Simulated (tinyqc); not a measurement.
Biaxially strained (001) channel, valley splitting in an inversion layer: one step of the calculation.

A thin layer grown on a relaxed buffer is stretched in the plane. The two valleys with their long axis along the growth direction (D2) sink against the four in-plane ones (D4); confinement in a triangular well splits them too. Only the lowest subband of each set is kept; one relaxation time, so the weakening of intervalley scattering is left out.

Problem. Fermi level by Newton steps. f = N2 ln(1 + exp((EF - E2)/Vt)) + N4 ln(1 + exp((EF - E4)/Vt)) - Ns, f' = [N2/(1 + exp((E2 - EF)/Vt)) + N4/(1 + exp((E4 - EF)/Vt))]/Vt, EF(new) = EF - f/f'.

Inputs (values chosen for the exercise):
```
symbol,value,unit,meaning
T,250,K,temperature
Ns,3.6e12,cm^-2,inversion density
```

Constants: q = 1.602176634e-19 C, kB = 1.380649e-23 J/K, Vt = kB T/q. Results are converted to the units shown.

EF at the start = 0.114 eV
E2 = 0.11364523 eV
E4 = 0.29727390 eV
N2 = 3.4017461e12 cm^-2
N4 = 1.5108068e13 cm^-2

Give: f; f'; EF after iteration 1.

Solution.

f = -1.211e12 cm^-2
f' = 7.974e13 cm^-2/eV
EF after iteration 1 = 0.1292 eV

tinyqc, about 0.01 s, one thread, Intel Xeon 2.30GHz (shared host): `OMP_NUM_THREADS=1 python tinyqc.py 2530105 2530106 out.jsonl`
